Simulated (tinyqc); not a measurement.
Coupling ratio and rate constant from the late transient.

Question. Long after the knee a floating-gate cell follows U = Vg - (tox/ag) B/ln(K t). Find K and ag.

Parameters, values chosen for the exercise:

| symbol | value | unit | meaning |
|---|---|---|---|
| tox | 6.4 | nm | tunnel oxide thickness |
| Vg | 9.7 | V | control-gate voltage |

U at t = 0.001 and 0.1 s (V): 0.51308752  1.8776395
B = 24.631813 V/nm

Solution. 1/(Vg - U) is linear in ln t; the ratio of the two values gives ln(K t_a), and either value gives ag.

K = 2.92e14 1/s
ag = 0.650

Computed by the program tinyqc: `OMP_NUM_THREADS=1 python tinyqc.py 2130162 2130163 out.jsonl`, one thread of a shared Intel Xeon 2.30GHz, about 0.02 s for the whole run.
